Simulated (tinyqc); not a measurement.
Inside a calculation. Method: RHF in the 3-21g basis, for H2, spin multiplicity 1. One step of it, computed by the program tinyqc.

Task: Iteration 27 (converged): orbitals. Diagonalise F' = X^T F X, C = X C', fill 1 alpha and 1 beta electrons from the bottom; D = 2 C_occ C_occ^T. Each column has its largest component positive (the first on a tie).

converged F (hartree):
```
           1H 1s      1H 2s      2H 1s      2H 2s
1H 1s   0.203800  -0.430610  -0.417060  -0.425485
1H 2s  -0.430610  -0.322667  -0.425485  -0.381375
2H 1s  -0.417060  -0.425485   0.203800  -0.430610
2H 2s  -0.425485  -0.381375  -0.430610  -0.322667
```

X:
```
           1H 1s      1H 2s      2H 1s      2H 2s
1H 1s   1.239881  -0.482246  -0.034087   0.029792
1H 2s  -0.482246   1.641933   0.029792  -0.661519
2H 1s  -0.034087   0.029792   1.239881  -0.482246
2H 2s   0.029792  -0.661519  -0.482246   1.641933
```

Give: F' = X^T F X; orbital energies; coefficients C; D after iteration 27.

Result:

F' = X^T F X (hartree):
```
         1        2        3        4
1   0.7548  -0.6246  -0.2749  -0.1340
2  -0.6246   0.2627  -0.1340  -0.2236
3  -0.2749  -0.1340   0.7548  -0.6246
4  -0.1340  -0.2236  -0.6246   0.2627
```

orbital energies (hartree): MO1 -0.5305, MO2 0.1972, MO3 1.0495, MO4 1.3189

coefficients C:
```
          MO1      MO2      MO3      MO4
1H 1s  0.2561   0.1454   0.8739  -0.9599
1H 2s  0.3623   1.2194  -0.6721   1.1389
2H 1s  0.2561  -0.1454   0.8739   0.9599
2H 2s  0.3623  -1.2194  -0.6721  -1.1389
```

D after iteration 27:
```
        1H 1s   1H 2s   2H 1s   2H 2s
1H 1s  0.1312  0.1856  0.1312  0.1856
1H 2s  0.1856  0.2625  0.1856  0.2625
2H 1s  0.1312  0.1856  0.1312  0.1856
2H 2s  0.1856  0.2625  0.1856  0.2625
```
